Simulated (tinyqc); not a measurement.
Strained alloy layer of GaSb and GaAs on (001) InP, model-solid band line-up: one step of the calculation.

The layer is x parts of the first compound and 1 - x of the second, grown coherently on the third as substrate and barrier. Rows of the table: lattice constant a, average valence level Ea on an absolute scale, spin-orbit splitting so, gaps at Gamma, X and L, hydrostatic deformation potentials av and ac (Gamma), shear potential b, elastic constants, electron and heavy-hole (along z) masses. All are interpolated linearly in x; gaps get -C x (1 - x), taken wholly in the conduction band; real line-ups can differ from this model by 0.1 eV or more.

Question. Band edges and offsets. In-plane strain e = (a_substrate - a)/a, e_z = -2 (c12/c11) e, volume change 2 e + e_z. With v = 2 e + e_z and d = 2 b (e_z - e): Eav = Ea + av v; E_hh = Eav + so/3 - d/2; E_lh = Eav - so/6 + d/4 + sqrt(so^2 + so d + 9 d^2/4)/2; E_c = Ea + so/3 + EG + ac v (Gamma). Substrate: E_v = Ea + so/3, E_c = E_v + EG. Well depths: dEc = E_c(substrate) - E_c, dEhh = E_hh - E_v(substrate), dElh likewise; strained Gamma gap E_c - max(E_hh, E_lh); positive values confine carriers in the layer.

Inputs (values chosen for the exercise):
- x = 0.57 (fraction of the first compound in the layer)
- CG = 1.43 eV (bowing of the Gamma gap)
- CX = 1.2 eV (bowing of the X gap)
- CL = 1.2 eV (bowing of the L gap)

Binary compounds, values chosen for the exercise:
```
              close to GaSb  close to GaAs  close to InP
a (angstrom)          6.096          5.653         5.869
Ea (eV)               -6.25          -6.92         -7.04
so (eV)                0.75          0.343         0.111
EG (eV)               0.719           1.41          1.36
EX (eV)                1.03           1.93           2.2
EL (eV)               0.809           1.73          1.94
av (eV)               0.781           1.15          1.28
ac (eV)               -6.82          -7.18         -5.02
b (eV)                -1.99           -1.7          -1.7
c11 (GPa)              87.6            120           100
c12 (GPa)              40.8           53.6          56.3
me (m0)              0.0389         0.0671          0.08
mh (m0)               0.253          0.351         0.524
```

Wanted: d; E_hh; E_lh; E_c; strained Gamma gap; dEc; dEhh; dElh.

Answer.

d = -0.04410 eV
E_hh = -6.331 eV
E_lh = -6.373 eV
E_c = -5.634 eV
strained Gamma gap = 0.6968 eV
dEc = -0.009111 eV
dEhh = 0.6723 eV
dElh = 0.6299 eV

The heavy-hole band lies on top, by 42.3 meV. At Gamma the line-up is type II, holes in the layer and electrons outside.

Program tinyqc, `OMP_NUM_THREADS=1 python tinyqc.py 2690125 2690126 out.jsonl`; Intel Xeon 2.30GHz, shared host, one thread, about 0.01 s.
